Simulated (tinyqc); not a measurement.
Ion implantation: universal nuclear stopping, Lindhard-Scharff electronic stopping and a Gaussian range profile. Inputs raised by 5 %, one at a time. Computed by tinyqc, a small Python program. Command: `OMP_NUM_THREADS=1 python tinyqc.py 3006811 3006812 out.jsonl implant sens`. One thread of a shared host (Intel(R) Xeon(R) Processor @ 2.30GHz), about 0.2 s of CPU time with the checks.

An ion slows by elastic collisions with screened nuclei and by friction with electrons; channelling is ignored and the target is uniform.

Inputs (values chosen for the exercise, modelled on boron ions in aluminium):
```
quantity                                 value    unit
ion atomic number Z1                         5       -
ion mass M1                                 11       u
target atomic number Z2                     13       -
target mass M2                           26.98       u
target density N                          60.2  1/nm^3
ion energy E                                26     keV
scale factor of electronic stopping k      1.1       -
dose Q                                 3.3e+12  1/cm^2
background C_B                         3.7e+15  1/cm^3
displacement energy E_d                     25      eV
```

Method:
- Reduced energy eps = 32.53 M2 E/(Z1 Z2 (M1 + M2)(Z1^0.23 + Z2^0.23)), E in keV; s_n = ln(1 + 1.1383 eps)/(2 (eps + 0.01321 eps^0.21226 + 0.19593 eps^0.5)) for eps up to 30 and ln(eps)/(2 eps) above; S_n = 8.462 Z1 Z2 M1 s_n/((M1 + M2)(Z1^0.23 + Z2^0.23)) in 1e-15 eV cm^2.
- S_e = k 3.83 Z1^(7/6) Z2/(Z1^(2/3) + Z2^(2/3))^(3/2) sqrt(E/M1) in 1e-15 eV cm^2, E in keV.
- Path length R = int_0^E dE'/(N (S_n + S_e)); energy lost to nuclei nu = int_0^E S_n/(S_n + S_e) dE' (both with E' = E y^3 and 64 Gauss-Legendre points in y).
- Estimates of Lindhard type: R_p = R/(1 + M2/(3 M1)), straggle dR_p = (2/3) R_p sqrt(M1 M2)/(M1 + M2).
- C(x) = C_p exp(-(x - R_p)^2/(2 dR_p^2)) with C_p = Q/(sqrt(2 pi) dR_p), 1 nm = 1e-7 cm; the profile falls to the background at x_j = R_p + dR_p sqrt(2 ln(C_p/C_B)); the peak atomic fraction is C_p/N.
- Kinchin-Pease count with efficiency 0.8: N_d = 0.8 nu/(2 E_d), taking all of nu as damage energy (an upper estimate, as recoils also lose energy to electrons). Spread over a depth R_p + dR_p, displacements per atom = Q N_d/(N (R_p + dR_p)).

Runs; columns: (1) input moved; (2) from; (3) to; (4) projected range R_p (nm); (5) straggle dR_p (nm); (6) peak concentration C_p (1/cm^3); (7) displacements per atom:
```
(1)                            (2)        (3)     (4)     (5)         (6)        (7)
base run                         -          -  85.131  25.743  5.1141e+17  0.0010343
ion energy E (keV)              26       27.3  88.661  26.811  4.9104e+17  0.0010253
dose Q (1/cm^2)            3.3e+12  3.465e+12  85.131  25.743  5.3698e+17  0.0010860
background C_B (1/cm^3)    3.7e+15  3.885e+15  85.131  25.743  5.1141e+17  0.0010343
target density N (1/nm^3)     60.2      63.21  81.077  24.517  5.3698e+17  0.0010343
ion mass M1 (u)                 11      11.55  86.289  26.356  4.9951e+17  0.0010473
ion atomic number Z1             5       5.25  81.343  24.597  5.3522e+17  0.0010908
target mass M2 (u)           26.98     28.329  84.880  25.399  5.1833e+17  0.0010216
```

Exponents ln(y'/y) / ln(x'/x):
```
input                 projected range R_p  straggle dR_p  peak concentration C_p  displacements per atom
ion energy E                        0.833          0.833                  -0.833                  -0.179
dose Q                              0.000          0.000                   1.000                   1.000
background C_B                      0.000          0.000                   0.000                   0.000
target density N                   -1.000         -1.000                   1.000                   0.000
ion mass M1                         0.277          0.482                  -0.482                   0.256
ion atomic number Z1               -0.933         -0.933                   0.933                   1.089
target mass M2                     -0.060         -0.276                   0.276                  -0.255
```

To which inputs is each result most sensitive?

Among the inputs moved here: projected range R_p answers most in size to target density N (exponent -1.000), next to ion atomic number Z1 (-0.933); its exponent is below 0.0005 for dose Q, background C_B. Its exponent -1.000 in target density N: range is inverse to density. Straggle dR_p answers most in size to target density N (exponent -1.000), next to ion atomic number Z1 (-0.933); its exponent is below 0.0005 for dose Q, background C_B. peak concentration C_p answers most in size to dose Q (exponent +1.000), and about equally to target density N (+1.000); its exponent is below 0.0005 for background C_B. Its exponent +1.000 in dose Q: the profile scales with dose. Its exponent +1.000 in target density N: the straggle shrinks as 1/N. displacements per atom answers most in size to ion atomic number Z1 (exponent +1.089), next to dose Q (+1.000); its exponent is below 0.0005 for background C_B, target density N. Its exponent +1.000 in dose Q: cascades are counted independently.

Caution (all rows): the estimates of R_p and dR_p assume mainly nuclear stopping and an ion not much lighter than the target; here they are rough, and for light ions in heavy targets the straggle can be low by a factor of two or more.

Extremes, crossings and ranges named in words are read from the listed rows.
